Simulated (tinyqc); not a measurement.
Free and trapped electrons in a MOS channel with a dense trap tail: free and trapped charge against gate voltage.

p-type body, charge-sheet picture, full ionisation (an idealisation for deep acceptors), Boltzmann statistics for free electrons. e = Ec - EF at the surface. Acceptor-like traps of density D(E) = D0 + De exp(-E/Ew) at depth E below Ec, from 0 to Eu, hold n_t = integral of D(E)/(1 + exp((e - E)/Vt)). psi = Eg - Vt ln(Nv/Na) - e; N_dep = sqrt(2 eps0 eps_r Na (psi - Vt)/q); n_f = sqrt(N_dep^2 + 2 eps0 eps_r Vt Nc exp(-e/Vt)/q) - N_dep; Vg = Vfb + psi + q (N_dep + n_t + n_f)/Cox, Cox = eps0 eox/tox.

Free share n_f/(n_f + n_t); swing ln 10 n_f/(dn_f/dVg); field-effect mobility mf q (dn_f/dVg)/Cox, for a constant mf; oxide field q (N_dep + n_t + n_f)/(eps0 eox).

Inputs (values chosen for the exercise); band and dielectric values close to those of gallium nitride:
```
symbol,value,unit,meaning
T,300,K,temperature
Eg,3.37,eV,band gap
eps_r,9.46,,relative permittivity
Nc,2.29e18,cm^-3,conduction-band density of states at T
Nv,4.6e19,cm^-3,valence-band density of states at T
eox,3.9,,relative permittivity of the insulator
tox,31,nm,insulator thickness
Na,7e15,cm^-3,acceptor density
Vfb,-2.33,V,flat-band voltage without trapped charge
D0,1.5e10,cm^-2 eV^-1,constant background density of acceptor-like traps
De,9.1e12,cm^-2 eV^-1,density of the tail at the conduction edge
Ew,0.09,eV,decay energy of the tail
Eu,0.51,eV,depth below Ec down to which the traps reach
mf,170,cm^2/(V s),mobility of free electrons
```

Constants: q = 1.602176634e-19 C, kB = 1.380649e-23 J/K, Vt = kB T/q, eps0 = 8.8541878128e-14 F/cm where lengths are in cm. Results are converted to the units shown.

Result of one run:
columns A: Vg (V); B: e (eV); C: n_f (cm^-2); D: n_t (cm^-2); E: free share (%); F: swing (mV/decade); G: field-effect mobility (cm^2/(V s)); H: oxide field (MV/cm)
```
A         B        C         D         E      F         G       H
1.1  0.3764  3.282e5  1.355e10  0.002422  81.85  0.002258  0.2141
```

What becomes of these results when the gate voltage Vg is changed from 1.1 to 2.4 V, all else the same?

Result of the changed run:
columns A: Vg (V); B: e (eV); C: n_f (cm^-2); D: n_t (cm^-2); E: free share (%); F: swing (mV/decade); G: field-effect mobility (cm^2/(V s)); H: oxide field (MV/cm)
```
A          B         C         D      E      F      G       H
2.4  0.04099  1.187e11  5.388e11  18.06  887.8  75.30  0.5252
```

The whole series:
columns A: Vg (V); B: e (eV); C: n_f (cm^-2); D: n_t (cm^-2); E: free share (%); F: swing (mV/decade); G: field-effect mobility (cm^2/(V s)); H: oxide field (MV/cm)
```
A           B         C         D         E      F         G       H
1.1    0.3764   3.282e5  1.355e10  0.002422  81.85  0.002258  0.2141
1.8    0.1079  1.004e10  2.821e11     3.438  359.0     15.75  0.3533
2.4   0.04099  1.187e11  5.388e11     18.06  887.8     75.30  0.5252
3.1  0.001965  4.179e11  6.962e11     37.51   1842     127.7  0.7385
3.8  -0.02222  8.215e11  7.606e11     51.92   3069     150.7  0.9565
4.4  -0.03712  1.203e12  7.853e11     60.50   4262     158.8   1.145
5.1  -0.05054  1.664e12  7.998e11     67.54   5741     163.2   1.367
5.7  -0.05985  2.067e12  8.067e11     71.93   7049     165.1   1.557
6.4  -0.06896  2.542e12  8.116e11     75.80   8601     166.4   1.780
```

n_f reaches 1e11 cm^-2 at Vg = 2.34 V, against 1.59 V without traps. The free share rises from 0.00242 to 75.8 % and the field-effect mobility rises from 0.00226 to 166 cm^2/(V s), although mf = 170 is constant: in the last row 97.9 % of Cox dVg goes into free electrons. The swing in the first row is 81.8 mV a decade (Vt ln 10 = 59.5). For Vg = 2.4, 3.1, 3.8, 4.4, 5.1, 5.7, 6.4 EF lies less than 2 Vt below the band edge, or above it, where degeneracy and confinement, left out, matter.

tinyqc, about 0.02 s, one thread, Intel Xeon 2.30GHz (shared host): `OMP_NUM_THREADS=1 python tinyqc.py 2222163 2222164 out.jsonl`
